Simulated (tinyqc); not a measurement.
# AlGaN/GaN HEMT with access regions, lumped model: effects of single changes

A polarisation-induced electron sheet under a Schottky gate, in series with two ungated access regions and contacts. Drift law v = mu E/(1 + mu E/vs) under the gate. Currents in mA/mm, resistances in ohm mm. No self-heating, no channel-length modulation; fits for polarisation, barrier and offset are chosen for the exercise.

Values chosen for this exercise; values close to those of AlGaN/GaN structures:
```
symbol  value        unit                                               meaning
x        0.28                                    aluminium share of the barrier
d          30          nm                                     barrier thickness
eps_r     9.1                      relative permittivity of barrier and channel
mu       1900  cm^2/(V s)                                      channel mobility
vs      1.5e7        cm/s                                   saturation velocity
Lg       0.15          um                                           gate length
Ls          1          um                                  source access length
Ld         12          um                                   drain access length
Rc       0.18      ohm mm                            resistance of each contact
ft       0.44              share of the drain-access electrons removed by traps
Vg         -1           V                                          gate voltage
```

Constants: q = 1.602176634e-19 C, eps0 = 8.8541878128e-14 F/cm where lengths are in cm. Results are converted to the units shown.

Each table varies one quantity; the others keep the values above.

## Effect of the share of the drain-access electrons removed by traps

sigma = (5e13 x + 1.6e13 x^2) cm^-2, phiB = 0.84 + 1.3 x, dEc = 0.7 (1.71 x + x^2) in volts, Cb = eps0 eps_r/d, VT = phiB - dEc - q sigma/Cb, access density n0 = -Cb VT/q. Access resistance R(L, n) = L/(q mu n sqrt(1 - (I/(q n vs))^2)); Rs = Rc + R(Ls, n0), Rd = Rc + R(Ld, (1 - ft) n0). Vg' = Vg - I Rs, Vd' = Vd - I (Rs + Rd); with u = Vg' - VT, Vc = vs Lg/mu and w the smaller of Vd' and Vc [sqrt(1 + 2 u/Vc) - 1] (0 if negative), the channel gives (mu Cb/Lg)(u w - w^2/2)/(1 + w/Vc). I equals that channel current. Isat is I at Vd = 10 V, gm = dIsat/dVg, Ron the limit of Vd/I at small Vd.

The same in every row: VT (V) = -8.286; n0 (cm^-2) = 1.389e13.

Result of one run:
```
ft	Ron (ohm mm)	Isat (mA/mm)	gm (mS/mm)
0.1	3.790	1971	48.35
```

What becomes of these results when the share of the drain-access electrons removed by traps ft is changed from 0.1 to 0.2, all else the same?

Result of the changed run:
```
ft	Ron (ohm mm)	Isat (mA/mm)	gm (mS/mm)
0.2	4.184	1792	16.03
```

The whole series:
```
ft	Ron (ohm mm)	Isat (mA/mm)	gm (mS/mm)
0	3.475	2084	262.3
0.1	3.790	1971	48.35
0.2	4.184	1792	16.03
0.3	4.691	1592	6.673
0.4	5.367	1381	3.057
0.5	6.313	1163	1.441
0.6	7.732	938.9	0.6630
0.7	10.10	710.3	0.2795
```

As ft goes from 0 to 0.7, Ron rises from 3.47 to 10.1 ohm mm, Isat falls from 2080 to 710 mA/mm and gm falls from 262 to 0.280 mS/mm. The ceiling Cb vs is 403 mS/mm. In every row the power passes 5 W/mm, where self-heating, left out here, lowers the current. In every row the gated channel is not yet saturated at 10 V, because the access regions take the voltage, and gm drops.

## Effect of the barrier thickness

Same model as above.

Effect of the barrier thickness:
```
d (nm)	VT (V)	n0 (cm^-2)	Ron (ohm mm)	Isat (mA/mm)	gm (mS/mm)
8	-1.613	1.014e13	7.756	329.6	657.9
11	-2.523	1.153e13	6.819	798.4	597.3
14	-3.433	1.233e13	6.392	1134	108.8
18	-4.646	1.298e13	6.085	1207	10.08
22	-5.859	1.339e13	5.905	1247	4.841
27	-7.376	1.374e13	5.764	1280	2.842
33	-9.196	1.401e13	5.657	1306	1.874
```

As d goes from 8 to 33 nm, Ron falls from 7.76 to 5.66 ohm mm, Isat rises from 330 to 1310 mA/mm and gm falls from 658 to 1.87 mS/mm. VT falls from -1.61 to -9.20 V. For d = 11 to 33 nm the power passes 5 W/mm, where self-heating, left out here, lowers the current. For d = 14 to 33 nm the gated channel is not yet saturated at 10 V, because the access regions take the voltage, and gm drops.

## Effect of the aluminium share of the barrier

Same model as above.

Results:
```
x	VT (V)	n0 (cm^-2)	Ron (ohm mm)	Isat (mA/mm)	gm (mS/mm)
0.12	-2.874	4.818e12	15.81	408.3	244.3
0.22	-6.195	1.039e13	7.511	972.9	3.120
0.27	-7.932	1.330e13	5.943	1240	2.353
0.32	-9.721	1.630e13	4.915	1512	1.994
0.37	-11.56	1.938e13	4.190	1789	1.786
0.42	-13.45	2.255e13	3.651	2070	1.649
```

Estimate the missing row, x = 0.17.

Computed row:
```
x	VT (V)	n0 (cm^-2)	Ron (ohm mm)	Isat (mA/mm)	gm (mS/mm)
0.17	-4.509	7.559e12	10.19	710.1	5.816
```

With this row back in the table: As x goes from 0.12 to 0.42, Ron falls from 15.8 to 3.65 ohm mm, Isat rises from 408 to 2070 mA/mm and gm falls from 244 to 1.65 mS/mm. VT falls from -2.87 to -13.5 V. For x = 0.17 to 0.42 the power passes 5 W/mm, where self-heating, left out here, lowers the current. For x = 0.32 to 0.42 the barrier is thick and rich enough in aluminium to relax or crack. For x = 0.17 to 0.42 the gated channel is not yet saturated at 10 V, because the access regions take the voltage, and gm drops.

tinyqc, about 0.03 s, one thread, Intel Xeon 2.30GHz (shared host): `OMP_NUM_THREADS=1 python tinyqc.py 2570017 2570018 out.jsonl`
